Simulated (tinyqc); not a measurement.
Diffused layer (Gaussian), carriers, mobility and sheet resistance with incomplete ionisation: two steps of the calculation.

A p-type layer from the surface x = 0 to the junction xj, N(x) = N0 exp(-(x/Ld)^2). Local neutrality (no depletion at surface or junction, no spilling of carriers), intrinsic carriers neglected, Boltzmann statistics.

Parameters, values chosen for the exercise; values close to those of boron in silicon over an n-type background:
- T = 300 K (temperature)
- Nb = 4.2e14 cm^-3 (background doping of the opposite type)
- N0 = 3.8e17 cm^-3 (peak chemical concentration)
- m1 = 46 cm^2/(V s) (mobility limit at high doping)
- m2 = 480 cm^2/(V s) (mobility limit at low doping, at 300 K)
- Nr = 2.25e17 cm^-3 (reference doping of the mobility law)
- am = 0.713 (exponent of the mobility law)
- bt = 2.4 (temperature exponent of m2)
- Ns = 1.94e20 cm^-3 (solubility limit of active dopant)
- NB = 2.65e19 cm^-3 (valence-band density of states at T)
- Ei = 0.0439 eV (ionisation energy in the dilute limit)
- gd = 4 (degeneracy factor of the level)
- ks = 0 eV cm (lowering of Ei per N^(1/3))
- Ld = 47 nm (diffusion length 2 sqrt(D t))

Constants: q = 1.602176634e-19 C, kB = 1.380649e-23 J/K, Vt = kB T/q. Results are converted to the units shown.

Problem 1. Junction depth and local values. xj = Ld sqrt(ln(N0/Nb)); 13 equal steps from 0 to xj. Active dopant A = min(N, Ns); p solves p (p + Nb)/(A - Nb - p) = K, K = (NB/gd) exp(-E/Vt), E = max(Ei - ks A^(1/3), 0), so p = 2 K (A - Nb)/[Nb + K + sqrt((Nb + K)^2 + 4 K (A - Nb))]; mobility mu = m1 + (m2 (T/300 K)^(-bt) - m1)/(1 + ((A + Nb)/Nr)^am).

Wanted: xj; x; N; A; p; mu.

Solution 1.

xj = 122.63 nm

```
point	x (nm)	N (cm^-3)	A (cm^-3)	p (1e17 cm^-3)	mu (cm^2/(V s))
0	0.00	3.8000e17	3.8000e17	3.0351	222.84
1	9.43	3.6500e17	3.6500e17	2.9345	225.85
2	18.87	3.2345e17	3.2345e17	2.6502	234.98
3	28.30	2.6444e17	2.6444e17	2.2295	250.40
4	37.73	1.9947e17	1.9947e17	1.7402	272.15
5	47.17	1.3881e17	1.3881e17	1.2538	299.77
6	56.60	8.9123e16	8.9123e16	0.8299	331.82
7	66.03	5.2791e16	5.2791e16	0.5027	365.66
8	75.46	2.8850e16	2.8850e16	0.2778	397.82
9	84.90	1.4546e16	1.4546e16	0.1396	425.11
10	94.33	6.7664e15	6.7664e15	0.0631	445.70
11	103.76	2.9039e15	2.9039e15	0.0248	459.52
12	113.20	1.1498e15	1.1498e15	0.0073	467.77
13	122.63	4.2000e14	4.2000e14	0.0000	472.09
```

At the point of highest doping 80.0 % of the net active dopant gives free carriers. The mobility runs from 223 to 472 cm^2/(V s).

Problem 2. Sheet quantities by the trapezoid rule. Dose = integral of N, carrier sheet density = integral of p, 1/Rs = q integral of p mu, mean mobility 1/(q Rs sheet density), Hall mobility (unit Hall factor) = integral of p mu^2 over integral of p mu, Hall sheet density = (integral of p mu)^2/integral of p mu^2; all from 0 to xj.

```
point	x (nm)	N (cm^-3)	p (1e17 cm^-3)	mu (cm^2/(V s))
0	0.00000	3.8e17	3.0350594	222.84031
1	9.43309	3.6499701e17	2.9345480	225.85422
2	18.86617	3.2344948e17	2.6501556	234.97951
3	28.29926	2.6444480e17	2.2295286	250.39523
4	37.73235	1.9946882e17	1.7401523	272.14934
5	47.16543	1.3881182e17	1.2538316	299.77179
6	56.59852	8.9122899e16	0.8299360	331.82110
7	66.03160	5.2791450e16	0.5026994	365.65504
8	75.46469	2.8850232e16	0.2778397	397.81845
9	84.89778	1.4546096e16	0.1396053	425.10799
10	94.33086	6.7663586e15	0.0631132	445.69820
11	103.76395	2.9038556e15	0.0247793	459.52039
12	113.19704	1.1497580e15	0.0072907	467.76530
13	122.63012	4.2e14	0.0000000	472.08589
```

Wanted: dose; carrier sheet density; Rs; mean mobility; Hall mobility; Hall sheet density.

Solution 2.

dose = 1.5824e12 cm^-2
carrier sheet density = 1.3368e12 cm^-2
Rs = 17866 ohm/square
mean mobility = 261.34 cm^2/(V s)
Hall mobility = 269.99 cm^2/(V s)
Hall sheet density = 1.2939e12 cm^-2

Carriers make up 84.5 % of the dose. A Hall measurement weights the mobile tail, so its sheet density is 3.2 % below the true one.

tinyqc, about 0.01 s, one thread, Intel Xeon 2.30GHz (shared host): `OMP_NUM_THREADS=1 python tinyqc.py 2110021 2110022 out.jsonl`
